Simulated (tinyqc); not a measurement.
Electron-beam lithography: double-Gaussian proximity function, edge placement and dose correction for parallel lines: one step, computed by the program tinyqc. Command: `OMP_NUM_THREADS=1 python tinyqc.py 3113968 3113969 out.jsonl proximity walk`. One thread of a shared host (Intel(R) Xeon(R) Processor @ 2.30GHz), about 0.01 s of CPU time with the checks.

Lines are infinitely long. Absorbed energy is counted so that the middle of a very large area written at dose 1 receives 1; the resist develops where it exceeds 1/2.

Problem. Dose to size and latitude. A test line of width w << beta in surroundings of density rho, all at dose d: near its edge E(x) = d [S + eta rho]/(1 + eta), S = [erf((b - x)/alpha) - erf((a - x)/alpha)]/2 for edges a and b, the second term being the background energy. Dose to size d_s = (1 + eta)/(erf(w/alpha) + 2 eta rho), dose = d_s D0; edge slope d [1 - exp(-w^2/alpha^2)]/(sqrt(pi) alpha (1 + eta)); width change per 1 % of dose = 2 x 0.01 x (1/2)/slope.

Inputs (values chosen for the exercise, of the order of those for 100 keV electrons in resist on silicon):
```
quantity,value,unit
forward range alpha,0.023,micrometre
backscatter ratio eta,0.96,-
base dose D0,200,microcoulomb/cm^2
width of the test line,0.068,micrometre
pattern density around the test line,0.083,-
```

Give: dose to size d_s; dose; edge slope; width change per 1 % of dose; background energy.

Solution.

dose to size d_s = 1.691

dose = 338.1 microcoulomb/cm^2

edge slope = 0.02116 1/nm

width change per 1 % of dose = 0.4727 nm

background energy = 0.06873

The background supplies 14 % of the threshold.
